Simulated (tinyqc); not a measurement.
# MOS capacitor on an n-type substrate, surface potential from the exact charge relation: effects of single changes

Uniform n-type substrate, Boltzmann statistics, full ionisation, classical densities. psi is the surface potential against the body (positive when the bands bend down) and u = -psi/Vt. Traps are spread evenly over the gap and neutral at flat band, so their charge is -q Dit psi; the minority quasi-Fermi level is shifted by Vb.

Parameters, values chosen for the exercise; band and dielectric values those of a made-up semiconductor:
```
symbol    value         unit                                                                 meaning
T           325            K                                                             temperature
Eg        0.813           eV                                                                band gap
eps_r      16.7                                                                relative permittivity
Nc      1.95e17        cm^-3                                  conduction-band density of states at T
Nv      9.43e18        cm^-3                                     valence-band density of states at T
chi        5.66           eV                                                       electron affinity
N        4.8e15        cm^-3                                          donor density of the substrate
eox        7.28               relative permittivity of the gate insulator (close to silicon nitride)
tox          28           nm                                                     insulator thickness
phiM       6.09           eV                                                      gate work function
Nf       5.8e10        cm^-2                            fixed charge at the interface, in units of q
Dit           0  cm^-2 eV^-1                                              density of interface traps
Vb          1.8            V                    reverse bias of the inversion layer against the body
```

Constants: q = 1.602176634e-19 C, kB = 1.380649e-23 J/K, Vt = kB T/q, eps0 = 8.8541878128e-14 F/cm where lengths are in cm. Results are converted to the units shown.

Each table varies one quantity; the others keep the values above.

## Capacitance-voltage curves

ni = sqrt(Nc Nv) exp(-Eg/(2 Vt)), Eg in volts; phiF = Vt ln(N/ni); Cox = eps0 eox/tox; Vfb = phiM - chi - Vt ln(Nc/N) - q Nf/Cox; Q0 = sqrt(2 eps0 eps_r q N Vt); r = (ni/N)^2 exp(-Vb/Vt); VT = Vfb - [(2 phiF + Vb)(1 + q Dit/Cox) + sqrt(2 eps0 eps_r q N (2 phiF + Vb))/Cox]. u = -psi/Vt; F^2 = exp(-u) + u - 1 + r (exp(u) - u - 1); Qs = +sign(u) Q0 F; Cs = -dQs/dpsi = (Q0/Vt) |1 - exp(-u) + r (exp(u) - 1)|/(2 F). psi solves Vg = Vfb + psi + (q Dit psi - Qs)/Cox. Low frequency: 1/C_LF = 1/Cox + 1/(Cs + q Dit). High frequency, in the simple estimate in which traps and minority carriers do not follow: 1/C_HF = 1/Cox + 1/Cd, Cd being Cs with r = 0 at the same psi. Deep depletion: r = 0 and Dit = 0 both in the equation for psi and in Cs. Minority sheet density N_inv = (Q0/(2 q)) int_0^u r (exp(t) - 1)/F(t) dt for u > 0. N_inv under 1 cm^-2 is printed as 0. Regimes: accumulation when majority carriers gather, then depletion up to |psi| = phiF + Vb, weak inversion up to 2 phiF + Vb, strong inversion beyond.

Capacitance-voltage curves:

| Vg (V) | psi (V) | C_LF/Cox | C_HF/Cox | C_deep/Cox | N_inv (cm^-2) | regime |
|---|---|---|---|---|---|---|
| 1.1 | 0.1647 | 0.9218 | 0.9218 | 0.9218 | 0 | accumulation |
| 0.65 | 0.1134 | 0.8283 | 0.8283 | 0.8283 | 0 | accumulation |
| 0.2 | -0.05134 | 0.3429 | 0.3429 | 0.3429 | 0 | depletion |
| -0.25 | -0.4082 | 0.1438 | 0.1438 | 0.1438 | 0 | depletion |
| -0.7 | -0.8035 | 0.1052 | 0.1052 | 0.1052 | 0 | depletion |
| -1.15 | -1.211 | 0.08696 | 0.08696 | 0.08696 | 0 | depletion |
| -1.6 | -1.624 | 0.07577 | 0.07577 | 0.07577 | 0 | depletion |
| -2.05 | -2.042 | 0.06803 | 0.06802 | 0.06802 | 3.289e5 | depletion |
| -2.5 | -2.400 | 0.6917 | 0.06302 | 0.06225 | 9.697e10 | strong inversion |
| -2.95 | -2.465 | 0.9191 | 0.06222 | 0.05773 | 6.456e11 | strong inversion |
| -3.4 | -2.493 | 0.9518 | 0.06189 | 0.05408 | 1.251e12 | strong inversion |

C_LF/Cox is lowest, 0.0680, at Vg = -2.05 V (depletion) among the rows listed and is 0.952 in the last row, where C_HF/Cox is 0.0619 and the deep-depletion value 0.0541. Vfb = 0.286 V, where C_HF/Cox = 0.467 (Cox in series with eps0 eps_r/LD), and VT = -2.32 V. Over the last two rows psi moves by only 0.062 V a volt of gate bias, since the inversion charge screens the body. In strong accumulation and inversion degeneracy and confinement, left out here, lower the capacitance.

## Effect of the fixed charge at the interface on threshold and swing

ni = sqrt(Nc Nv) exp(-Eg/(2 Vt)), Eg in volts; phiF = Vt ln(N/ni); Cox = eps0 eox/tox; Vfb = phiM - chi - Vt ln(Nc/N) - q Nf/Cox; VT = Vfb - [(2 phiF + Vb)(1 + q Dit/Cox) + sqrt(2 eps0 eps_r q N (2 phiF + Vb))/Cox]. gamma = sqrt(2 eps0 eps_r q N)/Cox; Wm = sqrt(2 eps0 eps_r (2 phiF + Vb)/(q N)); m = 1 + (eps0 eps_r/Wm + q Dit)/Cox; swing m Vt ln 10; Cmin/Cox = 1/(1 + Cox Wm/(eps0 eps_r)).

The same in every row: 2 phiF (V) = 0.4969; gamma (V^0.5) = 0.2072; Wm (nm) = 939.8; m = 1.068; swing (mV/decade) = 68.89; Cmin/Cox = 0.06397.

Effect of the fixed charge at the interface on threshold and swing:

| Nf (cm^-2) | Vfb (V) | VT (V) |
|---|---|---|
| -4e11 | 0.6046 | -2.006 |
| -2e11 | 0.4654 | -2.145 |
| 0 | 0.3263 | -2.285 |
| 2e11 | 0.1871 | -2.424 |
| 4e11 | 0.04787 | -2.563 |
| 6e11 | -0.09133 | -2.702 |
| 8e11 | -0.2305 | -2.841 |

What does the comparison show?

As Nf goes from -4e11 to 8e11, VT falls from -2.01 to -2.84 V, the swing stays at 68.9 mV/decade and Cmin/Cox stays at 0.0640. The whole change of VT is that of Vfb: the curve shifts rigidly.

## Effect of the relative permittivity of the gate insulator on threshold and swing

Same model as above.

The same in every row: 2 phiF (V) = 0.49688; Wm (nm) = 939.81.

Result of one run:

| eox | Vfb (V) | gamma (V^0.5) | VT (V) | m | swing (mV/decade) | Cmin/Cox |
|---|---|---|---|---|---|---|
| 3.9 | 0.25090 | 0.38669 | -2.6320 | 1.1276 | 72.714 | 0.11314 |

What becomes of these results when the relative permittivity of the gate insulator eox is changed from 3.9 to 22, all else the same?

Result of the changed run:

| eox | Vfb (V) | gamma (V^0.5) | VT (V) | m | swing (mV/decade) | Cmin/Cox |
|---|---|---|---|---|---|---|
| 22 | 0.31290 | 0.068550 | -2.0879 | 1.0226 | 65.945 | 0.022116 |

The whole series:

| eox | Vfb (V) | gamma (V^0.5) | VT (V) | m | swing (mV/decade) | Cmin/Cox |
|---|---|---|---|---|---|---|
| 3.9 | 0.25090 | 0.38669 | -2.6320 | 1.1276 | 72.714 | 0.11314 |
| 5 | 0.26748 | 0.30162 | -2.4865 | 1.0995 | 70.904 | 0.090503 |
| 7.5 | 0.28707 | 0.20108 | -2.3146 | 1.0663 | 68.765 | 0.062212 |
| 9 | 0.29360 | 0.16757 | -2.2572 | 1.0553 | 68.052 | 0.052387 |
| 15 | 0.30666 | 0.10054 | -2.1426 | 1.0332 | 66.626 | 0.032105 |
| 22 | 0.31290 | 0.068550 | -2.0879 | 1.0226 | 65.945 | 0.022116 |
| 30 | 0.31646 | 0.050270 | -2.0566 | 1.0166 | 65.556 | 0.016314 |

As eox goes from 3.9 to 30, VT rises from -2.63 to -2.06 V, the swing falls from 72.7 to 65.6 mV/decade and Cmin/Cox falls from 0.113 to 0.0163. Of the change of VT by 0.575 V, 0.0656 V comes from Vfb and 0.510 V from the band bending and the charge it takes. m - 1 goes as eox^(-1.00), that is as 1/Cox.

Program tinyqc, `OMP_NUM_THREADS=1 python tinyqc.py 2060023 2060024 out.jsonl`; Intel Xeon 2.30GHz, shared host, one thread, about 0.01 s.
